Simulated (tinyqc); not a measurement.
What moves the results: Slater-Koster d bands of an fcc metal. A value that a table varies takes the place of the one given here.

Slater-Koster d bands. For a bond with direction cosines (l, m, n) the 5 x 5 block is dds Ps + ddp Pp + ddd (1 - Ps - Pp), the projectors on sigma, pi and delta states about the bond; for instance <xy|xy> = 3 l^2 m^2 dds + (l^2 + m^2 - 4 l^2 m^2) ddp + (n^2 + l^2 m^2) ddd, <xy|yz> = 3 l m^2 n dds + l n (1 - 4 m^2) ddp + l n (m^2 - 1) ddd and <3z2-r2|3z2-r2> = (n^2 - (l^2 + m^2)/2)^2 dds + 3 n^2 (l^2 + m^2) ddp + (3/4)(l^2 + m^2)^2 ddd. H(k) sums the blocks times cos(k.R) over the neighbours; the d level is the zero of energy; k in 2 pi/a.

Neighbours: twelve at (a/2)(1,1,0) and equivalents.

Mesh: k = f1 b1 + f2 b2 + f3 b3 with fractions (j + 1/2)/N, j = 0 to N - 1, and b = (-1,1,1), (1,-1,1), (1,1,-1) for fcc, (0,1,1), (1,0,1), (1,1,0) for bcc, unit vectors for simple cubic. The lowest Nd/10 of all levels are filled with two electrons each; the bond energy is their sum per atom.

Inputs chosen for the exercise (of the size met in Ru; the results hold for these values, not for the real material): dds = -1.037 eV (dd sigma); ddp = 0.508 eV (dd pi); ddd = -0.114 eV (dd delta); N = 8 (mesh); f2 = 0.487 (factor for second neighbours in bcc).

## Band filling: full bands against the rectangular model

W = sqrt(12 mu2) with mu2 the mean square level on the mesh; rectangular model: Fermi level W (Nd/10 - 1/2), bond energy -W Nd (10 - Nd)/20. The Fermi level of the mesh is the highest filled level.

Per atom (eV):
```
Nd  EF, bands  bond energy, bands  EF, rectangle  bond energy, rectangle
1      -2.482              -3.187         -2.730                  -3.071
2      -2.010              -5.440         -2.048                  -5.460
3      -1.491              -7.142         -1.365                  -7.166
4      -0.849              -8.305         -0.683                  -8.190
5       0.064              -8.677          0.000                  -8.532
6       0.957              -8.202          0.683                  -8.190
7       1.445              -6.976          1.365                  -7.166
8       2.074              -5.214          2.048                  -5.460
9       2.608              -2.866          2.730                  -3.071
```

W = 6.825 eV
full width on the mesh = 7.799 eV

What can be read from the table?

The bond energy is deepest at Nd = 5 (-8.677 eV); the rectangle has its minimum at 5. The two differ most at Nd = 8, by 0.246 eV or 3 % of the deepest value: the second moment fixes the parabola, and higher moments the rest. At Nd = 3 and 7 the bands give -7.142 and -6.976 eV, a skew towards less than half filling.

## Which lattice a d-band metal prefers

fcc has twelve neighbours, bcc eight and six (the six times f2), simple cubic six. The integrals of bcc and sc are scaled so that all three have the second moment of fcc, which stands for equal repulsion (structural energy difference theorem). s and p electrons are left out.

Bond energy per atom:
```
Nd  fcc (eV)  bcc - fcc (meV)  sc - fcc (meV)
1     -3.187              193            -208
2     -5.440               51            -112
3     -7.142             -223             142
4     -8.305             -381             562
5     -8.677                9             749
6     -8.202              401             459
7     -6.976              398             -24
8     -5.214              116            -338
9     -2.866             -188            -528
```

scale factors: bcc 1.1285, sc 1.4142

mu3/mu2^1.5: fcc -0.117, bcc -0.111, sc 0.000

mu4/mu2^2: fcc 1.807, bcc 1.724, sc 2.525

largest change of a difference when N is raised to 14 = 52 meV

How do the results move?

fcc is lowest for Nd = 5 and 6. bcc is lowest for Nd = 3 and 4. sc is lowest for Nd = 1, 2, 7, 8 and 9. bcc gains most on fcc at Nd = 4 (-381 meV). A small fourth moment marks a two-peaked band, which tends to favour fillings near one half; bcc has -5 % against fcc, and at Nd = 5 it lies +9 meV from fcc, which the fourth moment alone does not explain (differences of a few tens of meV are within the error of the mesh; hcp is left out, and this d-only model can miss the lattice of the real metal). The third moments, from three-membered rings, skew the bands. That simple cubic wins anywhere comes from keeping d bands and equal second moments alone; no transition metal takes it. Differences below about 52 meV are within the error of this mesh, and the s and p electrons left out weigh most where the d band is nearly empty or full.

## What each integral does

Levels at Gamma, E(t2g) = 3 dds + 4 ddp + 5 ddd, E(eg) = 1.5 dds + 6 ddp + 4.5 ddd, and W = sqrt(12 mu2), the width of a rectangular band with the same second moment mu2 = z (dds^2 + 2 ddp^2 + 2 ddd^2)/5, z = 12. Each row changes one parameter from the base and keeps the others.

Results:
```
case              t2g (eV)  eg (eV)  W (eV)
base               -1.6490   0.9795  6.8252
dds = -1.1925 eV   -2.1155   0.7462  7.5212
ddp = 0.5842 eV    -1.3442   1.4367  7.1678
ddd = -0.1311 eV   -1.7345   0.9025  6.8429
```

How do the results move?

The largest shifts from the base row, up to three for each result and ties (the steps differ in size, so this ranks the rows, not the parameters). t2g (eV): dds -0.4665, ddp +0.3048, ddd -0.0855. eg (eV): ddp +0.4572, dds -0.2332, ddd -0.0769. W (eV): dds +0.6960, ddp +0.3426, ddd +0.0177. The ratio of the shifts of t2g and eg names the integral: 3 : 1.5 for dds, 4 : 6 for ddp, 5 : 4.5 for ddd.

Program tinyqc; command `OMP_NUM_THREADS=1 python tinyqc.py 1481258 1481259 out.jsonl`; about 0.03 s on one thread of a shared Intel(R) Xeon(R) Processor @ 2.30GHz.
